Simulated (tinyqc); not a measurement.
Exact and approximate surface terms: size effects in the resistivity of thin metal films and interconnect lines. Computed by tinyqc, a small Python program. Command: `OMP_NUM_THREADS=1 python tinyqc.py 3016737 3016738 out.jsonl size walk`. One thread of a shared host (Intel(R) Xeon(R) Processor @ 2.30GHz), about 0.01 s of CPU time with the checks.

Electrons lose their drift at surfaces (a share 1 - p of the hits) and at grain boundaries (reflection R), besides bulk scattering.

Inputs (values chosen for the exercise, modelled on platinum): bulk mean free path lambda = 7.32 nm; specularity p = 0.

Geometry: film.

Method. Fuchs-Sondheimer film: rho_b/rho = 1 - (3/(2 kappa))(1 - p) int_0^1 (s - s^3)(1 - exp(-kappa/s))/(1 - p exp(-kappa/s)) ds, f = rho/rho_b, kappa = thickness/lambda, 80 Gauss-Legendre points. Thick-film form 1 + 3 (1 - p)/(8 kappa); thin-film form (4/3)((1 - p)/(1 + p))/(kappa ln(1/kappa)).

Rho/rho_b:
```
kappa      h (nm)   exact  thick-film form  thin-film form
0.01   7.3200e-02  26.484          38.5000          28.953
0.02   1.4640e-01  15.333          19.7500          17.041
0.05   3.6600e-01   7.728           8.5000           8.902
0.1    7.3200e-01   4.782           4.7500           5.791
0.2    1.4640e+00   3.096           2.8750           4.142
0.5    3.6600e+00   1.916           1.7500               -
1      7.3200e+00   1.462           1.3750               -
2      1.4640e+01   1.221           1.1875               -
5      3.6600e+01   1.081           1.0750               -
10     7.3200e+01   1.039           1.0375               -
```

What does the comparison show, and why?

The thick-film form is within 5 % down to kappa = 2; at kappa = 0.01 it is 1.45 times the exact value and the thin-film form 1.09 times. The resistivity doubles between 1.46 and 3.66 nm. Rows thinner than about 5 nm only illustrate the formulas.

Extremes, crossings and ranges named in words are read from the listed rows.
